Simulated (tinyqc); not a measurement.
From a target to a composition: model-solid line-up of a strained alloy layer on a substrate.

Problem. A layer of the alloy is strained to the substrate, and its gap (Ec minus the top valence edge) is given. Find x between 0.11 and 0.92, where the gap is monotonic.

All values of the alloy are linear in x but the gap, Eg(x) = (1 - x) Eg_A + x Eg_B - C x (1 - x), and the valence edge, Ev(x) = (1 - x) Ev_A + x Ev_B + fv C x (1 - x); Ec = Ev + Eg. Ev is the top of the unstrained valence band on a scale common to all materials. In the layer only the Gamma valley of the conduction band is followed, also where an X or L valley would lie lower.

Coherent growth on a (001) face: e_par = (a_s - a)/a, e_perp = -2 (C12/C11) e_par; exx = eyy = e_par, ezz = e_perp, no shear.

Strained edges: Ec + ac tr(e); the valence edges are Ev plus the levels of the 6 x 6 matrix of X, Y, Z times spin with -Dso/3 + l exx + m (eyy + ezz) on the diagonal (cyclic), n exy off it, l = av + 2 b, m = av - b, n = sqrt(3) d. Spin-orbit term (Dso/3) L.sigma on X, Y, Z with (L_k)_ij = -i epsilon_kij: <X+|H|Y+> = -i Dso/3, <X+|H|Z-> = Dso/3, <Y+|H|Z-> = -i Dso/3, <Z+|H|X-> = -Dso/3, <Z+|H|Y-> = i Dso/3, <X-|H|Y-> = i Dso/3, and their conjugates; + and - are the spin along z.

Inputs chosen for the exercise (A near InP, B near GaP, substrate near Ge; the results hold for these values, not for the real material):
- a = (5.874, 5.459) angstrom (lattice constant of A, B)
- Eg = (1.437, 2.866) eV (gap at Gamma to the s-like level of A, B)
- Dso = (0.107, 0.08) eV (spin-orbit splitting of A, B)
- Ev = (-0.93, -1.29) eV (top of the unstrained valence band of A, B)
- ac = (-6.04, -8.24) eV (conduction deformation potential of A, B)
- av = (0.59, 1.69) eV (valence hydrostatic potential of A, B)
- b = (-1.98, -1.61) eV (tetragonal shear potential of A, B)
- d = (-5.06, -4.58) eV (trigonal shear potential of A, B)
- C11 = (101.8, 139.8) GPa (of A, B)
- C12 = (55.8, 61.2) GPa (of A, B)
- C44 = (45.5, 71) GPa (of A, B)
- C = 0.592 eV (bowing of the gap)
- fv = 0.3 (share of the bowing taken by the valence edge)
- a_s = 5.654 angstrom (substrate)
- face = 001 (growth face)

strained gap = 2.191736 eV

Find: x; e_par; gap of the relaxed alloy.

Solution. Bisect on x; the strained gap is 1.6122 eV at x = 0.11 and 2.2317 eV at x = 0.92.

x = 0.840
e_par = 2.327 %
gap of the relaxed alloy = 2.558 eV

Computed by tinyqc, a small Python program: `OMP_NUM_THREADS=1 python tinyqc.py 1050022 1050023 out.jsonl` (the numbers bound the seed that draws the inputs); one thread of a shared host (Intel(R) Xeon(R) Processor @ 2.30GHz), about 0.01 s for the whole set of steps.
